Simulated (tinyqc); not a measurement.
Inside a calculation. Method: FCI on RHF in the sto-3g basis, for Li+, spin multiplicity 1. Computed by tinyqc, a small Python program that keeps every step (integrals from PySCF). Settings: charge = 1, multiplicity = 1, basis = sto-3g, method = RHF, energy threshold = 1e-10, iteration cap = 85, orthogonalisation = canonical, start = atomic densities, DIIS depth = 6, ci = FCI, davidson = 1. Command: `OMP_NUM_THREADS=1 python tinyqc.py 21124 21125 out.jsonl` (the two numbers bound the seeds that draw the settings). One thread of a shared host (Intel(R) Xeon(R) Processor @ 2.60GHz), about 0.1 s of CPU time with the checks. The early iterations of the SCF are left out here.

## One-electron integrals

Geometry (angstrom):
```
atom        x        y        z
Li    0.00000  0.00000  0.00000
```

Basis sto-3g: exponents (1/bohr^2) and contraction coefficients of normalised primitives:
```
element  l (shell)  exponent  coefficient
Li           s (1)  16.11958      0.15433
Li           s (1)   2.93620      0.53533
Li           s (1)   0.79465      0.44463
Li           s (2)   0.63629     -0.09997
Li           s (2)   0.14786      0.39951
Li           s (2)   0.04809      0.70012
Li           p (3)   0.63629      0.15592
Li           p (3)   0.14786      0.60768
Li           p (3)   0.04809      0.39196
```

Overlap, kinetic and nuclear-attraction integrals over the contracted functions; the nuclear repulsion is the sum of Za Zb / Rab.

nuclear repulsion = 0 hartree

overlap S, order 1Li 1s, 1Li 2s, 1Li 2px, 1Li 2py, 1Li 2pz:
$$\begin{pmatrix}
1.00000 & 0.24114 & 0.00000 & 0.00000 & 0.00000 \\
0.24114 & 1.00000 & 0.00000 & 0.00000 & 0.00000 \\
0.00000 & 0.00000 & 1.00000 & 0.00000 & 0.00000 \\
0.00000 & 0.00000 & 0.00000 & 1.00000 & 0.00000 \\
0.00000 & 0.00000 & 0.00000 & 0.00000 & 1.00000
\end{pmatrix}$$

kinetic energy T (hartree), order 1Li 1s, 1Li 2s, 1Li 2px, 1Li 2py, 1Li 2pz:
$$\begin{pmatrix}
3.57679 & -0.02024 & 0.00000 & 0.00000 & 0.00000 \\
-0.02024 & 0.10216 & 0.00000 & 0.00000 & 0.00000 \\
0.00000 & 0.00000 & 0.31968 & 0.00000 & 0.00000 \\
0.00000 & 0.00000 & 0.00000 & 0.31968 & 0.00000 \\
0.00000 & 0.00000 & 0.00000 & 0.00000 & 0.31968
\end{pmatrix}$$

nuclear attraction V (hartree), order 1Li 1s, 1Li 2s, 1Li 2px, 1Li 2py, 1Li 2pz:
$$\begin{pmatrix}
-7.98288 & -0.96434 & 0.00000 & 0.00000 & 0.00000 \\
-0.96434 & -1.20692 & 0.00000 & 0.00000 & 0.00000 \\
0.00000 & 0.00000 & -1.19726 & 0.00000 & 0.00000 \\
0.00000 & 0.00000 & 0.00000 & -1.19726 & 0.00000 \\
0.00000 & 0.00000 & 0.00000 & 0.00000 & -1.19726
\end{pmatrix}$$

core Hamiltonian H = T + V (hartree), order 1Li 1s, 1Li 2s, 1Li 2px, 1Li 2py, 1Li 2pz:
$$\begin{pmatrix}
-4.40609 & -0.98458 & 0.00000 & 0.00000 & 0.00000 \\
-0.98458 & -1.10476 & 0.00000 & 0.00000 & 0.00000 \\
0.00000 & 0.00000 & -0.87758 & 0.00000 & 0.00000 \\
0.00000 & 0.00000 & 0.00000 & -0.87758 & 0.00000 \\
0.00000 & 0.00000 & 0.00000 & 0.00000 & -0.87758
\end{pmatrix}$$

## Two-electron integrals

Functions are numbered as in S; the eight-fold symmetry (ij|kl) = (ji|kl) = (kl|ij) leaves the list below.

Two-electron integrals (ij|kl) in chemists' order, unique and non-zero (hartree):
```
(11|11) 1.68040   (21|11) 0.26542   (21|21) 0.04994   (22|11) 0.39773
(22|21) 0.09286   (22|22) 0.29056   (31|31) 0.00898   (32|31) 0.01379
(32|32) 0.06418   (33|11) 0.39664   (33|21) 0.09288   (33|22) 0.29050
(33|33) 0.31295   (41|41) 0.00898   (42|41) 0.01379   (42|42) 0.06418
(43|43) 0.01687   (44|11) 0.39664   (44|21) 0.09288   (44|22) 0.29050
(44|33) 0.27921   (44|44) 0.31295   (51|51) 0.00898   (52|51) 0.01379
(52|52) 0.06418   (53|53) 0.01687   (54|54) 0.01687   (55|11) 0.39664
(55|21) 0.09288   (55|22) 0.29050   (55|33) 0.27921   (55|44) 0.27921
(55|55) 0.31295
```

## Orthogonalisation

S = U s U^T; canonical form X = U s^(-1/2), so that X^T S X = 1. Each column of U has its largest component positive (the first on a tie).

eigenvalues of S: [0.75886, 1.00000, 1.00000, 1.00000, 1.24114]

X, order 1Li 1s, 1Li 2s, 1Li 2px, 1Li 2py, 1Li 2pz:
$$\begin{pmatrix}
0.81171 & 0.00000 & 0.00000 & 0.00000 & 0.63471 \\
-0.81171 & 0.00000 & 0.00000 & 0.00000 & 0.63471 \\
0.00000 & 1.00000 & 0.00000 & 0.00000 & 0.00000 \\
0.00000 & 0.00000 & 1.00000 & 0.00000 & 0.00000 \\
0.00000 & 0.00000 & 0.00000 & 1.00000 & 0.00000
\end{pmatrix}$$

Within a degenerate level the vectors are fixed only up to a rotation; this is one choice.

## Starting guess

The start is atomic minimal-basis densities projected into this basis (PySCF's MINAO start) and scaled to the electron count of each spin; this density is not idempotent, so its energy is not variational and may lie below the converged one.

D at the start, order 1Li 1s, 1Li 2s, 1Li 2px, 1Li 2py, 1Li 2pz:
$$\begin{pmatrix}
1.38771 & -0.15273 & 0.00000 & 0.00000 & 0.00000 \\
-0.15273 & 0.68595 & 0.00000 & 0.00000 & 0.00000 \\
0.00000 & 0.00000 & 0.00000 & 0.00000 & 0.00000 \\
0.00000 & 0.00000 & 0.00000 & 0.00000 & 0.00000 \\
0.00000 & 0.00000 & 0.00000 & 0.00000 & 0.00000
\end{pmatrix}$$

## Iteration 10 (converged): orbitals

converged F (hartree), order 1Li 1s, 1Li 2s, 1Li 2px, 1Li 2py, 1Li 2pz:
$$\begin{pmatrix}
-2.73468 & -0.73029 & 0.00000 & 0.00000 & 0.00000 \\
-0.73029 & -0.36472 & 0.00000 & 0.00000 & 0.00000 \\
0.00000 & 0.00000 & -0.09452 & 0.00000 & 0.00000 \\
0.00000 & 0.00000 & 0.00000 & -0.09452 & 0.00000 \\
0.00000 & 0.00000 & 0.00000 & 0.00000 & -0.09452
\end{pmatrix}$$

Diagonalise F' = X^T F X, C = X C', fill 1 alpha and 1 beta electrons from the bottom; D = 2 C_occ C_occ^T. Each column has its largest component positive (the first on a tie).

F' = X^T F X (hartree):
$$\begin{pmatrix}
-1.07978 & 0.00000 & 0.00000 & 0.00000 & -1.22101 \\
0.00000 & -0.09452 & 0.00000 & 0.00000 & 0.00000 \\
0.00000 & 0.00000 & -0.09452 & 0.00000 & 0.00000 \\
0.00000 & 0.00000 & 0.00000 & -0.09452 & 0.00000 \\
-1.22101 & 0.00000 & 0.00000 & 0.00000 & -1.83702
\end{pmatrix}$$

orbital energies (hartree): MO1 -2.73677, MO2 -0.18004, MO3 -0.09452, MO4 -0.09452, MO5 -0.09452

coefficients C, order 1Li 1s, 1Li 2s, 1Li 2px, 1Li 2py, 1Li 2pz:
$$\begin{pmatrix}
0.99249 & -0.27694 & 0.00000 & 0.00000 & 0.00000 \\
0.02944 & 1.02999 & 0.00000 & 0.00000 & 0.00000 \\
0.00000 & 0.00000 & 0.00000 & 0.00000 & 1.00000 \\
0.00000 & 0.00000 & 0.00000 & 1.00000 & 0.00000 \\
0.00000 & 0.00000 & 1.00000 & 0.00000 & 0.00000
\end{pmatrix}$$

D after iteration 10, order 1Li 1s, 1Li 2s, 1Li 2px, 1Li 2py, 1Li 2pz:
$$\begin{pmatrix}
1.97008 & 0.05844 & 0.00000 & 0.00000 & 0.00000 \\
0.05844 & 0.00173 & 0.00000 & 0.00000 & 0.00000 \\
0.00000 & 0.00000 & 0.00000 & 0.00000 & 0.00000 \\
0.00000 & 0.00000 & 0.00000 & 0.00000 & 0.00000 \\
0.00000 & 0.00000 & 0.00000 & 0.00000 & 0.00000
\end{pmatrix}$$

Within a degenerate level the vectors are fixed only up to a rotation; this is one choice.

## Convergence

Stop when the energy changes by less than 1e-10 hartree and every element of the error matrix X^T (F D S - S D F) X is below 3e-06.

Course of the cycle:
```
iteration  E (hartree)     change  largest element of the error matrix
1           -5.4423138          -                             1.83e-02
2           -7.1335034  -1.69e+00                             9.32e-02
3           -7.1340022  -4.99e-04                             8.04e-02
4           -7.1340531  -5.08e-05                             7.89e-02
5           -7.1340784  -2.53e-05                             7.82e-02
6           -7.1340944  -1.60e-05                             7.78e-02
7           -7.1341058  -1.14e-05                             7.74e-02
8           -7.1354476  -1.34e-03                             1.51e-04
9           -7.1354476  -5.08e-09                             1.34e-07
10          -7.1354476  -2.66e-15                             1.10e-07
```

PySCF RHF in the same basis = -7.1354476 hartree

Converged in 10 iterations.

## Populations

Mulliken: Z minus the diagonal of D S on the atom; Loewdin: the same with S^(1/2) D S^(1/2).

Charges (e):
```
atom  Mulliken  Loewdin
1Li    1.00000  1.00000
```

## Integrals over molecular orbitals

(pq|rs) = sum C_ip C_jq C_kr C_ls (ij|kl), one index at a time.

one-electron integrals over orbitals h = C^T H C (hartree):
$$\begin{pmatrix}
-4.39868 & 0.17909 & 0.00000 & 0.00000 & 0.00000 \\
0.17909 & -0.94824 & 0.00000 & 0.00000 & 0.00000 \\
0.00000 & 0.00000 & -0.87758 & 0.00000 & 0.00000 \\
0.00000 & 0.00000 & 0.00000 & -0.87758 & 0.00000 \\
0.00000 & 0.00000 & 0.00000 & 0.00000 & -0.87758
\end{pmatrix}$$

Two-electron integrals over orbitals (pq|rs), unique and non-zero (hartree):
```
(11|11) 1.66192    (21|11) -0.17909   (21|21) 0.02969    (22|11) 0.39895
(22|21) -0.00946   (22|22) 0.28224    (31|31) 0.00971    (32|31) 0.01346
(32|32) 0.06091    (33|11) 0.39639    (33|21) -0.00602   (33|22) 0.28561
(33|33) 0.31295    (41|41) 0.00971    (42|41) 0.01346    (42|42) 0.06091
(43|43) 0.01687    (44|11) 0.39639    (44|21) -0.00602   (44|22) 0.28561
(44|33) 0.27921    (44|44) 0.31295    (51|51) 0.00971    (52|51) 0.01346
(52|52) 0.06091    (53|53) 0.01687    (54|54) 0.01687    (55|11) 0.39639
(55|21) -0.00602   (55|22) 0.28561    (55|33) 0.27921    (55|44) 0.27921
(55|55) 0.31295
```

## FCI: determinants and Hamiltonian

Hartree-Fock energy = -7.1354476 hartree

Slater-Condon rules over spin orbitals, with the nuclear repulsion added and E(HF) subtracted on the diagonal. Only determinants linked to the reference directly or through others are kept (one block of an abelian symmetry group), so some states are absent.

Occupation strings over the orbitals (2 doubly, a alpha, b beta, 0 empty; spin orbitals ordered 1a 1b 2a 2b ...): 20000 ab000 ba000 02000 00200 00020 00002

H - E(HF) between determinants (hartree), order 20000, ab000, ba000, 02000, 00200, 00020, 00002:
$$\begin{pmatrix}
0.00000 & 0.00000 & 0.00000 & 0.02969 & 0.00971 & 0.00971 & 0.00971 \\
0.00000 & 2.18747 & -0.02969 & 0.16963 & 0.01346 & 0.01346 & 0.01346 \\
0.00000 & -0.02969 & 2.18747 & -0.16963 & -0.01346 & -0.01346 & -0.01346 \\
0.02969 & 0.16963 & -0.16963 & 5.52121 & 0.06091 & 0.06091 & 0.06091 \\
0.00971 & 0.01346 & -0.01346 & 0.06091 & 5.69323 & 0.01687 & 0.01687 \\
0.00971 & 0.01346 & -0.01346 & 0.06091 & 0.01687 & 5.69323 & 0.01687 \\
0.00971 & 0.01346 & -0.01346 & 0.06091 & 0.01687 & 0.01687 & 5.69323
\end{pmatrix}$$

## FCI: roots

Diagonalise (each vector has its largest component positive (the first on a tie)); all determinants have Ms = 0, so triplets appear too. The lowest singlet root is the correlation energy.

lowest roots of this matrix, relative to E(HF) (hartree): [-0.00021, 2.15778, 2.19966, 5.48983, 5.67637, 5.67637, 5.77606]

lowest vectors, order 20000, ab000, ba000, 02000, 00200, 00020, 00002:
$$\begin{pmatrix}
0.99998 & 0.00000 & -0.00102 & 0.00365 \\
0.00044 & 0.70711 & 0.70526 & 0.04415 \\
-0.00044 & 0.70711 & -0.70526 & -0.04415 \\
-0.00535 & 0.00000 & -0.07180 & 0.90851 \\
-0.00164 & 0.00000 & -0.00414 & -0.23853 \\
-0.00164 & 0.00000 & -0.00414 & -0.23853 \\
-0.00164 & 0.00000 & -0.00414 & -0.23853
\end{pmatrix}$$

<S^2> of these roots: [0.00000, 2.00000, 0.00000, 0.00000, 0.00000, 0.00000, 0.00000]

weight of the ground state by excitation level 0, 1, 2, ...: [0.99996, 0.00000, 0.00004]

Within a degenerate level the vectors are fixed only up to a rotation; this is one choice.

## The lowest root by the Davidson method

Start from the reference; add the residual divided by (theta - H_ii), orthogonalised, at each step.

Davidson iterations:
```
iteration  subspace  lowest Ritz value (hartree)  residual norm
1                 1                            0       3.41e-02
2                 2                   -0.0002058       1.43e-03
3                 3                   -0.0002067       6.25e-05
4                 4                   -0.0002067       3.04e-17
```
